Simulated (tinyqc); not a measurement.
Worked calculation: WKB tunnelling through a gate dielectric with a two-band (Franz) dispersion. Values are carried at full precision from step to step, so a last printed digit may differ when a step is redone from the rounded ones.

Constants: hbar^2/2m0 = 3.80998211 eV angstrom^2.

Inputs chosen for the exercise (of the size used for SiO2 on silicon; the results hold for these values, not for the real material):
```
symbol  value  unit      meaning
phi     2.97   eV        barrier above the electron energy at the emitter
t       38     angstrom  thickness
V       2.1    V         voltage across the layer
Eg      9.32   eV        gap of the dielectric
m       0.44   m0        mass at the conduction edge
```

## Shape of the barrier

Field V/t (1 V/angstrom = 100 MV/cm), the end of the forbidden region x_e = min(t, phi t/V), and u there.

field = 5.53 MV/cm
x_e = 38.00 angstrom
u(x_e) = 0.870 eV

V < phi: a trapezoid, direct tunnelling through the whole layer.

## Decay constant through the layer

At depth x the conduction edge lies u(x) = phi - V x/t above the electron. Parabolic: kappa = sqrt(m u/c). Franz: kappa = sqrt(m u (1 - u/Eg)/c), which vanishes at both band edges. c = hbar^2/2m0. T = exp(-2 integral of kappa dx) over the region u > 0; no image force, no prefactor, zero transverse momentum. The region ends at x_e = min(t, phi t/V); x_e < t is the Fowler-Nordheim regime.

Nine points x = j x_e/8.

kappa (1/angstrom):
```
x (angstrom)  u (eV)  parabolic   Franz
0.000         2.9700     0.5857  0.4834
4.750         2.7075     0.5592  0.4710
9.500         2.4450     0.5314  0.4564
14.250        2.1825     0.5020  0.4393
19.000        1.9200     0.4709  0.4196
23.750        1.6575     0.4375  0.3967
28.500        1.3950     0.4014  0.3701
33.250        1.1325     0.3616  0.3390
38.000        0.8700     0.3170  0.3018
```

At the emitter the Franz value is 17.5 % below the parabolic one, the factor sqrt(1 - phi/Eg).

## The integrals by Simpson's rule

Weights 1, 4, 2, 4, 2, 4, 2, 4, 1 times a third of the spacing.

integral of kappa dx: parabolic 17.656, Franz 15.614

## The integrals in closed form

Parabolic: (2/3) sqrt(m/c) (t/V) (phi^(3/2) - u_e^(3/2)). Franz: sqrt(m/c) Eg^(3/2) (t/V) (f(phi/Eg) - f(u_e/Eg)) with f(y) = ((2y - 1) sqrt(y (1 - y)) + arcsin(sqrt y))/4. u_e = max(phi - V, 0). T = exp(-2 I).

integral of kappa dx: parabolic 17.6565, Franz 15.6141

T: parabolic 4.61e-16, Franz 2.74e-14

The two-band dispersion raises T by a factor 59.4.

## Checks

- Franz integral in closed form against adaptive quadrature: both 15.6141.

tinyqc: `OMP_NUM_THREADS=1 python tinyqc.py 1480140 1480141 out.jsonl`; about 0.01 s, one thread, shared Intel(R) Xeon(R) Processor @ 2.30GHz.
